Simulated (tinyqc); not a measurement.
Oxide trap near a transistor channel: two-state multiphonon kinetics, telegraph noise and bias instability: one step, computed by the program tinyqc.

An n-channel device under positive gate bias. The trap is empty (state 1) or holds an electron (state 2); both states are parabolas of equal curvature, and the electron reservoir is taken at the Fermi level of the channel.

Problem. Many traps: shift under stress. For a normal spread of capture barriers (given for the stress field, with depth and field not resolved, k_0 being taken as the effective rate of the ensemble), traps with barrier below k_B T ln(k_0 t) are filled: dV(t) = (dV_max/2) erfc((mu_c - k_B T ln(k_0 t))/(sqrt(2) s_c)); local exponent n = d ln dV/d ln t (central difference, factor 1.01 in t).

Inputs (values chosen for the exercise, with an insulator like SiO2 on silicon):
```
quantity,value,unit
attempt rate k_0 at the interface,1e+11,1/s
temperature T,450,K
stress time t_s,0.08,s
mean capture barrier mu_c,1,eV
spread of the barriers s_c,0.3,eV
saturation shift dV_max,58,mV
```

Parts treated: one trap and an ensemble.

Constants: k_B = 8.617333262e-05 eV/K.

Give: filling front k_B T ln(k_0 t_s); shift after t_s; local time exponent n.

Solution.

filling front k_B T ln(k_0 t_s) = 0.88424 eV

shift after t_s = 20.289 mV

local time exponent n = 0.13684
